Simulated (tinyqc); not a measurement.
Choosing the offset: vacuum evaporation: vapour pressure, source flux, thickness distribution, purity and step coverage. Computed by tinyqc, a small Python program. Command: `OMP_NUM_THREADS=1 python tinyqc.py 3113518 3113519 out.jsonl evap walk`. One thread of a shared host (Intel(R) Xeon(R) Processor @ 2.30GHz), about 0.01 s of CPU time with the checks.

Molecular flow, unit sticking of the metal, no re-evaporation. The background gas is taken as water vapour (18.015 g/mol, collision diameter 0.37 nm) at 300 K.

Inputs (values chosen for the exercise, modelled on germanium, with constants for the liquid): directionality n = 2; source-to-wafer distance h = 23 cm; wafer radius R = 10 cm.

Method. Rotating wafer, source offset by s and facing upwards: thickness at radius r is the mean over the angle a of (1 + (r^2 + s^2 - 2 r s cos a)/h^2)^(-(n + 3)/2), by 360 equal steps; non-uniformity (max - min)/(max + min) over 21 radii from 0 to R. The curvature at the centre vanishes at s/h = sqrt(2/(n + 3)).

Against the offset:
```
s/h  centre thickness  edge over centre  non-uniformity (%)
0.0            1.0000            0.6487              21.311
0.2            0.9066            0.6884              18.452
0.4            0.6900            0.7966              11.322
0.5            0.5724            0.8663               7.167
0.6            0.4636            0.9386               3.168
0.7            0.3690            1.0077               0.680
0.8            0.2903            1.0690               3.335
0.9            0.2269            1.1196               5.641
1.1            0.1377            1.1861               8.513
```

What follows from these numbers?

The best row, s/h = 0.7, has 0.68 % against 21 % on the axis, at the price of a rate lower by a factor 2.71; the small-wafer optimum is sqrt(2/(n + 3)) = 0.63.

Extremes, crossings and ranges named in words are read from the listed rows.
